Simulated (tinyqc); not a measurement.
Inside a calculation. Method: RHF in the 6-31g basis, for H2, spin multiplicity 1. One step of it, computed by the program tinyqc.

Task: Iteration 19 (converged): orbitals. Diagonalise F' = X^T F X, C = X C', fill 1 alpha and 1 beta electrons from the bottom; D = 2 C_occ C_occ^T. Each column has its largest component positive (the first on a tie).

converged F (hartree), order 1H 1s, 1H 2s, 2H 1s, 2H 2s:
$$\begin{pmatrix}
-0.011563 & -0.493087 & -0.536023 & -0.498661 \\
-0.493087 & -0.335868 & -0.498661 & -0.375064 \\
-0.536023 & -0.498661 & -0.011563 & -0.493087 \\
-0.498661 & -0.375064 & -0.493087 & -0.335868
\end{pmatrix}$$

X, order 1H 1s, 1H 2s, 2H 1s, 2H 2s:
$$\begin{pmatrix}
1.282216 & -0.499586 & -0.165264 & 0.066205 \\
-0.499586 & 1.927713 & 0.066205 & -0.968568 \\
-0.165264 & 0.066205 & 1.282216 & -0.499586 \\
0.066205 & -0.968568 & -0.499586 & 1.927713
\end{pmatrix}$$

Give: F' = X^T F X; orbital energies; coefficients C; D after iteration 19.

Result:

F' = X^T F X (hartree):
$$\begin{pmatrix}
0.6229 & -0.5784 & -0.4794 & -0.1098 \\
-0.5784 & 0.2730 & -0.1098 & -0.2054 \\
-0.4794 & -0.1098 & 0.6229 & -0.5784 \\
-0.1098 & -0.2054 & -0.5784 & 0.2730
\end{pmatrix}$$

orbital energies (hartree): MO1 -0.5837, MO2 0.2274, MO3 0.7947, MO4 1.3533

coefficients C, order 1H 1s, 1H 2s, 2H 1s, 2H 2s:
$$\begin{pmatrix}
0.3203 & 0.1306 & 0.7843 & -1.0911 \\
0.2819 & 1.6164 & -0.6888 & 1.3197 \\
0.3203 & -0.1306 & 0.7843 & 1.0911 \\
0.2819 & -1.6164 & -0.6888 & -1.3197
\end{pmatrix}$$

D after iteration 19, order 1H 1s, 1H 2s, 2H 1s, 2H 2s:
$$\begin{pmatrix}
0.2052 & 0.1806 & 0.2052 & 0.1806 \\
0.1806 & 0.1590 & 0.1806 & 0.1590 \\
0.2052 & 0.1806 & 0.2052 & 0.1806 \\
0.1806 & 0.1590 & 0.1806 & 0.1590
\end{pmatrix}$$
